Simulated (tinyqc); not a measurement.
Inside a calculation: metal-induced gap states at the contact of a metal chain and a two-band chain. Values are carried at full precision from step to step, so a last printed digit may differ when a step is redone from the rounded ones.

The semiconductor alternates sites A at -Eg/2 and C at +Eg/2 with hopping -t; the gap runs from -Eg/2 to Eg/2. In the gap cosh(q a) = 1 + (Eg^2/4 - E^2)/(2 t^2) and the amplitude changes by -exp(-q a) a period. The metal has site energy 0 and hopping -tm; its end site has g_m = (E - i sqrt(4 tm^2 - E^2))/(2 tm^2). Sites 1, 2, ... count into the semiconductor, with energies e1, e2 alternating. The clean half chain has g1 = 1/(E - e1 - t^2 g2), g2 = 1/(E - e2 - t^2 g1), decaying root. With the contact G11 = 1/(1/g1 - tc^2 g_m), and the density on site j is -Im G_jj/pi = |psi_j/psi_1|^2 (-Im G11/pi), per spin, with psi_2/psi_1 = -t g2, psi_3/psi_2 = -t g1.

Constants: e^2/(4 pi eps0) = 14.39964547 eV angstrom.

Inputs chosen for the exercise (gap and optical dielectric constant near those of SiO2; the chain itself is a model; not measured data): Eg = 8.67 eV (gap); t = 2.13 eV (hopping in the semiconductor); a = 3.1 angstrom (period (two sites); one chain for each area a^2); E = 1.71 eV (energy from mid-gap); tm = 3.47 eV (hopping in the metal); tc = 2.75 eV (hopping across the contact); end = A (site that touches the metal); eps = 2.2 (dielectric constant).

## Decay in the gap

Form cosh(q a), l = exp(-q a), q and the decay length 1/(2q) of the density.

cosh(q a) = 2.74878
l = 0.18835
q = 0.53853 1/angstrom
xi, the decay length of the density = 0.928 angstrom

## Green functions

The decaying root is g1 = (1 - l)/(E - e1), g2 = (1 - l)/(E - e2), l = exp(-q a). Form them, g_m and G11.

g1, g2 (1/eV): 0.13427  -0.30920

g_m = 0.07101-0.27930i 1/eV
G11 = 0.13234-0.04045i 1/eV

## Density site by site

D1 = -Im G11/pi, D2 = (t g2)^2 D1, and each further period multiplies by l^2. The sum over all sites is (D1 + D2)/(1 - l^2). The Green functions stand in the order g1, g2.

density on sites 1 to 8 (1/eV): 0.01287  0.00558  0.00046  0.00020  0.00002  0.00001  0.00000  0.00000

Ds, the density per spin summed over the semiconductor = 0.01914 1/eV

The first period holds 96 % of the gap states at this energy.

## Pinning factor

Gap states per area N = 2 Ds/a^2 (two spins). Charge in them sits a distance xi from the metal, so S = 1/(1 + 4 pi e^2 N xi/eps), e^2 meaning e^2/(4 pi eps0); S is the change of the barrier per change of the metal work function.

N = 3.983e+13 1/(eV cm^2)
4 pi e^2 N xi/eps = 0.3042
S = 0.7668

Weak pinning, nearer the Schottky limit S = 1.

## Checks

- g1 from the closed form against decimation: both 0.134268.

Program tinyqc; command `OMP_NUM_THREADS=1 python tinyqc.py 1452352 1452353 out.jsonl`; about 0.01 s on one thread of a shared Intel(R) Xeon(R) Processor @ 2.30GHz.
